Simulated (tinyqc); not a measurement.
Worked calculation: mobility of a non-polar semiconductor in the relaxation-time approximation. Computed by tinyqc, a small Python program that keeps every step. Command: `OMP_NUM_THREADS=1 python tinyqc.py 3012576 3012577 out.jsonl rta walk`. One thread of a shared host (Intel(R) Xeon(R) Processor @ 2.30GHz), about 0.01 s of CPU time with the checks. Intermediate numbers are printed to about 6 digits and carried at full precision; extremes and crossings named in words are read from the listed rows.

Each valley is treated as a sphere of mass m_d for states and rates, with one isotropic relaxation time; the conductivity mass m_c sets the current.

Inputs (values chosen for the exercise, modelled on electrons in silicon):

| quantity | value | unit |
|---|---|---|
| longitudinal mass m_l | 0.937 | m_0 |
| transverse mass m_t | 0.194 | m_0 |
| equivalent valleys Z | 6 | - |
| static permittivity eps_s | 11.7 | - |
| density rho | 2329 | kg/m^3 |
| sound velocity v_l | 9110 | m/s |
| acoustic deformation potential D_A | 10 | eV |
| phonon energy hbar w | 60.7 | meV |
| optical or intervalley deformation potential D_o | 4.3 | 1e8 eV/cm |
| final valleys Z_f | 5 | - |
| carrier density n | 6.8e+15 | 1/cm^3 |
| compensation ratio C | 0 | - |
| temperature T | 300 | K |
| alloy fraction x | 0.19 | - |
| alloy potential U | 1.4 | eV |
| lattice constant a | 5.53 | angstrom |

Band: parabolic. Impurity formula: Brooks-Herring. Further scattering: alloy.

Constants: k_B = 8.617333262e-05 eV/K; m_0 = 9.1093837015e-31 kg; e = 1.602176634e-19 C; hbar = 1.054571817e-34 J s; eps_0 = 8.8541878128e-12 F/m; k_B = 1.380649e-23 J/K; hbar = 6.582119569e-16 eV s.

## Masses

m_d = (m_l m_t^2)^(1/3); 1/m_c = (1/m_l + 2/m_t)/3; Hall mass factor A = 3 K_m (K_m + 2)/(2 K_m + 1)^2, K_m = m_l/m_t; N_I = n (1 + C)/(1 - C).

density-of-states mass m_d = 0.327930 m_0

conductivity mass m_c = 0.263701 m_0

Hall mass factor A = 0.870915

ionised impurity density N_I = 6.80e+15 1/cm^3

## Fermi level and screening

Parabolic band: E = hbar^2 k^2/(2 m), speed v = hbar k/m, states per spin, volume and energy g(E) = m k/(2 pi^2 hbar^2). Here m = m_d. Masses are multiplied by m_0 and all formulas are in SI units. The reduced Fermi level eta = E_F/(k_B T) solves n = 2 Z int g f dE with f = 1/(1 + exp(x - eta)) (Z = 1 unless valleys are given); screening length L_s = sqrt(eps_s eps_0 k_B T/(e^2 dn/deta)), dn/deta = 2 Z int g f (1 - f) dE. Integrals over x = E/(k_B T) use 160 Gauss-Legendre points in u = sqrt(x) from 0 to sqrt(max(eta, 0) + 32).

reduced Fermi level eta = -8.33271

screening length L_s = 49.5819 nm

The gas is non-degenerate (eta < -2), and L_s is close to the Debye length.

## Rates at a few energies

Phonon occupation N_q = 1/(exp(hbar w/(k_B T)) - 1). Acoustic deformation potential (elastic, equipartition, absorption and emission together): 1/tau = 2 pi k_B T D_A^2 g(E)/(hbar rho v_l^2). Optical or intervalley deformation potential: 1/tau = (pi Z_f D_o^2/(rho w)) [N_q g(E + hbar w) + (N_q + 1) g(E - hbar w)], with g = 0 below the band edge. Each optical term is multiplied by (1 - f(E'))/(1 - f(E)), E' the final energy, for Pauli blocking. Singly charged impurities, momentum relaxation: 1/tau = N_I e^4 m (1 + 2 alpha E) Phi/(8 pi (eps_s eps_0)^2 hbar^3 k^3), with alpha = 0 for a parabolic band. Brooks-Herring: Phi = ln(1 + b) - b/(1 + b), b = 4 k^2 L_s^2. Alloy disorder: 1/tau = (2 pi/hbar) Omega x (1 - x) U^2 g(E), Omega = a^3/4 (other conventions for Omega rescale U).

Rates (1e12/s) at E = (max(eta, 0) + 0.5, 1, 2, 4) k_B T:

| E (meV) | acoustic | optical | ionised impurity | alloy |
|---|---|---|---|---|
| 12.926 | 1.48755 | 0.39736 | 0.684086 | 8.8529 |
| 25.852 | 2.10371 | 0.43081 | 0.269768 | 12.5198 |
| 51.704 | 2.97510 | 0.49092 | 0.105250 | 17.7057 |
| 103.408 | 4.20743 | 3.75952 | 0.040703 | 25.0397 |

## Mobility for each process alone

mu = (m_d/m_c) (2 Z e/(3 n k_B T)) int g v^2 tau f (1 - f) dE. Averages over x are split at the emission threshold x_0 = hbar w/(k_B T): 64 Gauss-Legendre points in sqrt(x) below it and 128 in sqrt(x - x_0) above it, up to x = max(eta, 0) + 32.

acoustic mobility = 2384.90 cm^2/(V s)

optical mobility = 9217.35 cm^2/(V s)

ionised impurity mobility = 94412.5 cm^2/(V s)

alloy mobility = 400.737 cm^2/(V s)

## All processes together

Rates are added at each energy before the average. With <y> = int g v^2 y f (1 - f) dE: Hall factor r_H = A (3 n k_B T/(2 Z m_d)) <tau^2/(1 + 2 alpha E)>/<tau>^2 (alpha = 0 for a parabolic band); Hall mobility r_H mu; |S| = (k_B/e) (<x tau>/<tau> - eta); resistivity 1/(n e mu).

drift mobility mu = 317.159 cm^2/(V s)

Hall factor r_H = 0.992694

Hall mobility = 314.842 cm^2/(V s)

Seebeck coefficient |S| = 889.911 microvolt/K

resistivity = 2.89403 ohm cm

Taking r_H = 1 in a Hall measurement would give a density 1.01 times the true one.

## Matthiessen's rule against the full average

Matthiessen's rule adds 1/mu of the separate processes.

Separate mobilities:

| process | mu (cm^2/(V s)) | share of the sum of 1/mu (%) |
|---|---|---|
| acoustic | 2384.9 | 13.8211 |
| optical | 9217.3 | 3.5761 |
| ionised impurity | 94412.5 | 0.3491 |
| alloy | 400.7 | 82.2537 |

mobility by Matthiessen's rule = 329.621 cm^2/(V s)

excess of Matthiessen's rule over the full mu = 3.92903 %

The rule gives 329.6 against the full 317.2, 3.9 % too high; it can only overestimate, since each separate average is carried by the energies where that process is weak. One process, alloy, holds 82 % of the resistance, so the error is small.

Checks made by the program: n against 2 Z (m k_B T/2 pi hbar^2)^(3/2) (2/sqrt(pi)) F_1/2(eta) by adaptive quadrature (relative difference below 1e-10); acoustic mobility against its closed form in Fermi integrals (relative difference below 1e-10); the sum rule (2 Z/(3 k_B T)) int g v^2 (1 + 2 alpha E) f (1 - f) dE = n/m_d (relative difference below 1e-10).
